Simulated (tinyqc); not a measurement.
Tail absorption against field: Franz-Keldysh effect at a direct gap.

Parabolic bands, vertical transitions, no excitons. For each hole band j: mr = me mj/(me + mj); joint density of states J_j(E) = (mr/c)^(3/2) sqrt(E - Eg)/(2 pi^2), both spins, c = hbar^2/2m0; averaged matrix element |e.p|^2 = m0 Ep/6; alpha_j(E) = 4 pi^2 alpha_f c Ep J_j/(3 nr E) in 1/angstrom (alpha_f the fine-structure constant, listed as alpha among the constants), times 1e8 for 1/cm.

In a field Fd (1 kV/cm = 1e-5 V/angstrom) the electro-optic energy of band j is th = (c (e Fd)^2/mr)^(1/3), and sqrt(E - Eg) in J_j is replaced by pi sqrt(th) [Ai'(b)^2 - b Ai(b)^2] with b = (Eg - E)/th; Ai is the Airy function.

Constants: hbar^2/2m0 = 3.80998211 eV angstrom^2; fine-structure constant alpha = 0.007297352564.

Inputs chosen for the exercise (near those of GaAs; shifted at random, so the results belong to these values and not to a real crystal): Eg = 1.451 eV (direct gap); me = 0.067 m0 (electron mass); mhh = 0.484 m0 (heavy-hole mass); mlh = 0.0832 m0 (light-hole mass); Ep = 25.7 eV (Kane energy); nr = 3.56 (refractive index); det = 60 meV (detuning below the gap).

At E = Eg - det; the field takes the values listed. The last column is the length for 10 dB of loss.

Results:
```
Fd (kV/cm)  th heavy (meV)  b heavy  alpha (1/cm)  length (micrometre)
10                    8.65    6.936      7.51e-08             3.06e+11
20                   13.73    4.369       0.00256             8.99e+06
40                   21.80    2.752         0.779             2.96e+04
60                   28.56    2.101          6.45             3.57e+03
100                  40.15    1.494          41.5                  555
150                  52.62    1.140           118                  195
250                  73.96    0.811           308                 74.9
400                 101.18    0.593           586                 39.3
```

What does the comparison show, and why?

alpha grows by 7.9 decades from 10 to 60 kV/cm and by a factor 1.91 over the last step, where the field grows by 1.6: the exponent (4/3) b^(3/2) goes as 1/Fd, so the gain is steep only while b > 1 (deep in the tail the light-hole pair, with its smaller b, carries most of it), that is up to 150 kV/cm of those listed. Values below about 10 1/cm lie under the Urbach and exciton tails of a real crystal, left out here.

(tinyqc, `OMP_NUM_THREADS=1 python tinyqc.py 1680024 1680025 out.jsonl`, Intel(R) Xeon(R) Processor @ 2.30GHz, 1 thread, shared host, about 0.01 s.)
